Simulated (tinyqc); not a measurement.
# Cahn-Hilliard equation on a periodic one-dimensional grid, step by step

A worked calculation. Computed by tinyqc, a small Python program that keeps every step. Command: `OMP_NUM_THREADS=1 python tinyqc.py 3019524 3019525 out.jsonl cahn walk`. One thread of a shared host (Intel(R) Xeon(R) Processor @ 2.30GHz), about 0.05 s of CPU time with the checks. Intermediate numbers are printed to about 6 digits and carried at full precision; extremes and crossings named in words are read from the listed rows.

Free energy F = h sum_j [A (c_j^2 - 1)^2/4 + (kappa/2) ((c_(j+1) - c_j)/h)^2]; dc/dt = Lap(mu), mu = A (c^3 - c) - kappa Lap(c), Lap(y)_j = (y_(j+1) - 2 y_j + y_(j-1))/h^2, mobility 1; the grid has n = 12 points.

Inputs (values chosen for the exercise, in reduced units):
```
quantity,value,unit
spacing h,1,-
well depth A,0.69,-
gradient coefficient kappa,0.79,-
mean composition c0,-0.17,-
noise amplitude,0.02,-
time step dt,0.17,-
end time,150,-
```

Scheme: semi-implicit Fourier.

## Linear stability

f'' = A (3 c0^2 - 1). Mode m has lambda_m = (4/h^2) sin^2(pi m/n) and the rate w_m = -lambda_m (f'' + kappa lambda_m). In the continuum the fastest wavelength is 2 pi sqrt(2 kappa/|f''|) with the rate f''^2/(4 kappa). Explicit steps near c = +-1, where f'' = 2A, are stable for dt < 2/(16 kappa/h^4 + 8 A/h^2).

f'' = -0.630177

Modes of the grid:
```
m,lambda_m,w_m
1,0.26795,0.1121
2,1.00000,-0.1598
3,2.00000,-1.8996
4,3.00000,-5.2195
5,3.73205,-8.6514
6,4.00000,-10.1193
```

fastest wavelength = 9.94895

largest rate = 0.125672

explicit limit of dt = 0.110132

1 mode(s) grow; the fastest on the grid is m = 1, while the box holds 1.21 fastest wavelengths. dt is 1.54 of the explicit limit.

## The first step

random numbers: [0.982, -0.720, -0.086, 0.443, -0.632, -0.073, -0.527, 0.310, 0.132, -0.430, 0.618, -0.019]

Start: c_j = c0 + amplitude x (z_j - mean of z). With Fourier components y_m = sum_j y_j exp(-2 pi i j m/n): c_m(new) = [c_m - dt lambda_m N_m]/(1 + dt kappa lambda_m^2), N = A (c^3 - c), lambda_m = (4/h^2) sin^2(pi m/n).

c at the start: [-0.150357, -0.184397, -0.171717, -0.161137, -0.182637, -0.171457, -0.180537, -0.163797, -0.167357, -0.178597, -0.157637, -0.170377]

mu at the start: [0.144108, 0.085999, 0.116650, 0.133641, 0.095999, 0.130833, 0.100112, 0.126024, 0.118309, 0.093863, 0.132689, 0.088267]

c after one step: [-0.157347, -0.178363, -0.172263, -0.165343, -0.178278, -0.174842, -0.177215, -0.166332, -0.168375, -0.174469, -0.162079, -0.165094]

F at the start = 1.95309

F after one step = 1.95235

## The run

Run to the end time; break off if |c| exceeds 3 or F has risen by more than 1e-9 in more than 30 steps. Domains = stretches with c > c0.

Course:
```
step,t,F,min c,max c,domains
0,0.00,1.95309,-0.184397,-0.150357,4
18,3.06,1.95202,-0.176438,-0.162315,1
44,7.48,1.95192,-0.180959,-0.158292,1
88,14.96,1.95123,-0.195418,-0.143809,1
132,22.44,1.94767,-0.227232,-0.109846,1
176,29.92,1.92957,-0.295625,-0.030064,1
265,45.05,1.59156,-0.650925,0.483555,1
353,60.01,1.35819,-0.928272,0.817317,1
485,82.45,1.35653,-0.949359,0.839539,1
617,104.89,1.35649,-0.949726,0.840423,1
750,127.50,1.35644,-0.949959,0.841149,1
882,149.94,1.35639,-0.950177,0.841828,1
```

c at the end: [0.675541, 0.179903, -0.475808, -0.818111, -0.932638, -0.950177, -0.896722, -0.700048, -0.202285, 0.453908, 0.784607, 0.841828]

F at the end = 1.35639

steps in which F rose = 0

F never rises by more than 1e-9 in a step. The count of domains goes from 4 in the noise to 1 at the end, and c spans -0.950 to 0.842.

## Interfaces

Continuum wall between c = -1 and +1: c = tanh(x/w), w = sqrt(2 kappa/A), energy s = (2/3) sqrt(2 kappa A). With two walls per domain, the estimate of F at the end is 2 x domains x s. Volume fraction of the +1 phase by the lever rule: (1 + c0)/2.

wall half width w = 1.51323

wall energy s = 0.696084

estimate of F = 1.39217

volume fraction = 0.415

w/h = 1.51323

The run ends at F = 1.3564, 0.97 of the estimate: close to it, but the extremes of c are -0.950 and 0.842.

Checks made by the program: conservation of the mean (relative difference below 1e-10).
